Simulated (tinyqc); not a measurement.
Octagonal on-chip spiral inductor, lumped pi model: two steps of the calculation.

Outer diameter do = di + 2 n wd + 2 (n - 1) sp, mean da = (do + di)/2, fill p = (do - di)/(do + di), length l = 3.314 n da. L = 2.25 mu0 n^2 da/(1 + 3.55 p), mu0 = 4 pi 1e-7 H/m. Rs = rho l/(wd delta (1 - exp(-th/delta))), delta = sqrt(rho/(pi f mu0)). Cs = n wd^2 eps0 eo/hu across the coil. At each end Cox = l wd eps0 eo/(2 ho) leads to the substrate branch Rsi = 2 rs he/(l wd) in parallel with Csi = l wd eps0 11.7/(2 he). With one end grounded Y = 1/(Rs + i w L) + i w Cs + 1/[1/(i w Cox) + 1/(1/Rsi + i w Csi)], w = 2 pi f; Q = -Im Y/Re Y. Eddy currents in neighbouring turns and in the substrate are left out.

Parameters, values chosen for the exercise; values of the order met in silicon radio-frequency processes:
- n = 4.5 (number of turns)
- wd = 15 um (line width)
- sp = 1.5 um (space between turns)
- di = 100 um (inner diameter)
- th = 2 um (metal thickness)
- rho = 2.2 uohm cm (metal resistivity)
- ho = 3.2 um (oxide below the coil)
- hu = 0.9 um (oxide between coil and underpass)
- eo = 4.1 (relative permittivity of the oxide)
- rs = 1 ohm cm (substrate resistivity)
- he = 50 um (effective spreading depth in the substrate)
- f = 1.5 GHz (frequency)

Constants: eps0 = 8.8541878128e-12 F/m. Results are converted to the units shown.

Problem 1. Geometry and model elements. do, l, L, delta, Rs, Cs, Cox, Rsi and Csi as defined.

Find: do; l; L; delta; Rs; Cs; Cox; Rsi; Csi.

Solution 1.

do = 245.50 um
l = 2576.2 um
L = 3.9643 nH
delta = 1.9275 um
Rs = 3.0359 ohm
Cs = 40.840 fF
Cox = 219.19 fF
Rsi = 25.878 ohm
Csi = 40.032 fF

Problem 2. Admittance, quality factor and apparent inductance. Series branch 1/(Rs + i w L), substrate branch, total Y, Q = -Im Y/Re Y, apparent inductance Im(1/Y)/w, metal-only value w L/Rs, share of the loss in the substrate Re(substrate branch)/Re Y.

L = 3.9642739 nH
Rs = 3.0359350 ohm
Cs = 40.839941 fF
Cox = 219.19313 fF
Rsi = 25.877700 ohm
Csi = 40.032151 fF

Wanted: series branch; substrate branch; Y; Q; apparent inductance; w L/Rs; share of the loss in the substrate.

Solution 2.

series branch = 2.16-26.59i mS
substrate branch = 0.110+2.059i mS
Y = 2.27-24.15i mS
Q = 10.63
apparent inductance = 4.356 nH
w L/Rs = 12.31
share of the loss in the substrate = 4.845 %

Q is 86.4 % of the metal-only value.

Program tinyqc, `OMP_NUM_THREADS=1 python tinyqc.py 2302037 2302038 out.jsonl`; Intel Xeon 2.30GHz, shared host, one thread, about 0.01 s.
